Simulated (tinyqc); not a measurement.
# Inputs raised by 10 %, one at a time

Model: leakage currents through a thin dielectric. Computed by tinyqc, a small Python program. Command: `OMP_NUM_THREADS=1 python tinyqc.py 3024881 3024882 out.jsonl leak sens`. One thread of a shared host (Intel(R) Xeon(R) Processor @ 2.30GHz), about 0.3 s of CPU time with the checks.

Electrons leave an electrode with Fermi energy E_F above its band bottom; barriers are counted from the Fermi level, and both electrodes are alike. They cross the interlayer first.

Inputs (values chosen for the exercise, modelled on a low-k dielectric):

| quantity | value | unit |
|---|---|---|
| barrier height phi_B | 2.49 | eV |
| tunnelling mass m | 0.55 | m_0 |
| static permittivity k | 2.77 | - |
| optical permittivity k_o | 2 | - |
| trap depth phi_t | 1 | eV |
| Poole-Frenkel prefactor sigma_0 | 1.1e-07 | S/cm |
| thickness t | 6.5 | nm |
| electrode Fermi energy E_F | 6.4 | eV |
| electrode mass m_e | 1 | m_0 |
| voltage V | 0.99 | V |
| temperature T | 398 | K |
| interlayer thickness t_i | 0.65 | nm |
| interlayer barrier phi_i | 3.15 | eV |
| interlayer mass m_i | 0.42 | m_0 |
| interlayer permittivity k_i | 3.7 | - |

Stack: dielectric on an interlayer.

Constants: m_0 = 9.1093837015e-31 kg; e = 1.602176634e-19 C; hbar = 1.054571817e-34 J s; k_B = 8.617333262e-05 eV/K; k_B = 1.380649e-23 J/K; eps_0 = 8.8541878128e-12 F/m; h = 6.62607015e-34 J s.

Method:
- Fields: F_i = V/(t_i + t k_i/k), F = F_i k_i/k; equivalent oxide thickness 3.9 (t/k + t_i/k_i).
- WKB: a layer of mass m, field F and barrier b(x) = b_0 - e F x gives the exponent (4 sqrt(2 m)/(3 hbar e F)) [b_0^(3/2) - max(b_0 - e F t, 0)^(3/2)] for b_0 > 0; b_0 = barrier - (E - E_F), less e F_i t_i for the second layer; the transmission is D(E) = exp(-sum of exponents), without image force.
- Tsu-Esaki: J = (e m_e k_B T/(2 pi^2 hbar^3)) int D(E) ln[(1 + exp((E_F - E)/k_B T))/(1 + exp((E_F - eV - E)/k_B T))] dE over the normal energy E (its change with the mass at an interface is neglected) from max(0, E_F - 3 eV) to E_F + largest barrier, by 100 Gauss-Legendre points in each part, split at E_F - 0.3 eV (if inside the range) and E_F + 8 k_B T.
- The mean energy weights E - E_F by the integrand.
- Schottky emission J = A T^2 exp(-(phi_B - sqrt(e^3 F/(4 pi k_o eps_0)))/k_B T), A = 4 pi e m k_B^2/h^3 with the tunnelling mass; Poole-Frenkel J = sigma_0 F exp(-(phi_t - sqrt(e^3 F/(pi k_o eps_0)))/k_B T); both use the field F of the dielectric and ignore the interlayer.

Runs:

| input moved | from | to | tunnel current density (A/cm^2) | Poole-Frenkel current density (A/cm^2) | transmission D(E_F) | Schottky current density (A/cm^2) |
|---|---|---|---|---|---|---|
| base run | - | - | 1.0629e-23 | 4.1606e-06 | 5.3174e-34 | 3.4217e-21 |
| barrier height phi_B (eV) | 2.49 | 2.739 | 1.4252e-26 | 4.1606e-06 | 7.3073e-36 | 2.4056e-24 |
| tunnelling mass m (m_0) | 0.55 | 0.605 | 8.1888e-24 | 4.1606e-06 | 1.8328e-35 | 3.7639e-21 |
| static permittivity k | 2.77 | 3.047 | 1.2223e-23 | 3.8736e-06 | 5.6364e-34 | 3.3131e-21 |
| optical permittivity k_o | 2 | 2.2 | 1.0629e-23 | 1.7487e-06 | 5.3174e-34 | 2.2183e-21 |
| trap depth phi_t (eV) | 1 | 1.1 | 1.0629e-23 | 2.2536e-07 | 5.3174e-34 | 3.4217e-21 |
| thickness t (nm) | 6.5 | 7.15 | 5.6534e-24 | 1.6928e-06 | 5.0545e-37 | 2.2819e-21 |
| voltage V (V) | 0.99 | 1.089 | 2.3017e-23 | 1.1360e-05 | 1.4268e-33 | 5.3908e-21 |

Exponents ln(y'/y) / ln(x'/x):

| input | tunnel current density | Poole-Frenkel current density | transmission D(E_F) | Schottky current density |
|---|---|---|---|---|
| barrier height phi_B | -69.399 | 0.000 | -44.982 | -76.174 |
| tunnelling mass m | -2.737 | 0.000 | -35.334 | 1.000 |
| static permittivity k | 1.466 | -0.750 | 0.611 | -0.339 |
| optical permittivity k_o | 0.000 | -9.095 | 0.000 | -4.547 |
| trap depth phi_t | 0.000 | -30.592 | 0.000 | 0.000 |
| thickness t | -6.624 | -9.435 | -73.009 | -4.251 |
| voltage V | 8.106 | 10.538 | 10.356 | 4.769 |

Among the inputs moved here: tunnel current density answers most in size to barrier height phi_B (exponent -69.399), next to voltage V (+8.106); its exponent is below 0.0005 for optical permittivity k_o, trap depth phi_t. Poole-Frenkel current density answers most in size to trap depth phi_t (exponent -30.592), next to voltage V (+10.538); its exponent is below 0.0005 for barrier height phi_B, tunnelling mass m. Transmission D(E_F) answers most in size to thickness t (exponent -73.009), next to barrier height phi_B (-44.982); its exponent is below 0.0005 for optical permittivity k_o, trap depth phi_t. Schottky current density answers most in size to barrier height phi_B (exponent -76.174), next to voltage V (+4.769); its exponent is below 0.0005 for trap depth phi_t.
